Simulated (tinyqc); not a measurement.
From results back to parameters: periodic multilayer mirror for extreme ultraviolet light. Three cases, with inputs chosen for the exercise.

Problem. With a mean index 1 - dm the Bragg wavelength is lam_B = 2 L sqrt((1 - dm)^2 - sin^2 theta). It is given at 0 degrees and at th2; L and dm are hidden. Then the absorber share is Gm = (dm - delta_S)/(delta_A - delta_S), with the first entries of dS and dA; L is the period.

Find: L; dm; Gm.

Method. The difference of the squares is 4 L^2 sin^2(th2); then 1 - dm = lam_B(0)/(2 L).

Case 1.

Values chosen (out of a larger set: optical constants near those of Mo and Si at 13.5 nm; not measured data): th2 = 15 degrees (second angle); dA = (0.0767, 0.00672) (delta and beta of the absorber, N = 1 - delta + i beta); dS = (0.0009, 0.00183) (delta and beta of the spacer and the substrate).

lam_B at 0 = 13.635684 nm
lam_B at th2 = 13.136831 nm

Solution.

L = 7.060 nm
dm = 0.0343
Gm = 0.44

Case 2.

Values chosen (out of a larger set: optical constants near those of Mo and Si at 13.5 nm; not measured data): th2 = 15 degrees (second angle); dA = (0.078, 0.00683) (delta and beta of the absorber, N = 1 - delta + i beta); dS = (0.0009, 0.00179) (delta and beta of the spacer and the substrate).

lam_B at 0 = 13.596148 nm
lam_B at th2 = 13.095789 nm

Solution.

L = 7.060 nm
dm = 0.0371
Gm = 0.47

Case 3.

Values chosen (out of a larger set: optical constants near those of Mo and Si at 13.5 nm; not measured data): th2 = 20 degrees (second angle); dA = (0.0779, 0.00691) (delta and beta of the absorber, N = 1 - delta + i beta); dS = (0.0008, 0.00179) (delta and beta of the spacer and the substrate).

lam_B at 0 = 13.857390 nm
lam_B at th2 = 12.975876 nm

Solution.

L = 7.110 nm
dm = 0.0255
Gm = 0.32

Computed by tinyqc, one run a case: `OMP_NUM_THREADS=1 python tinyqc.py N N+1 out.jsonl` with N = 1651548, 1651576, 1651585; one thread of a shared Intel(R) Xeon(R) Processor @ 2.30GHz, about 0.01 s a run at most.
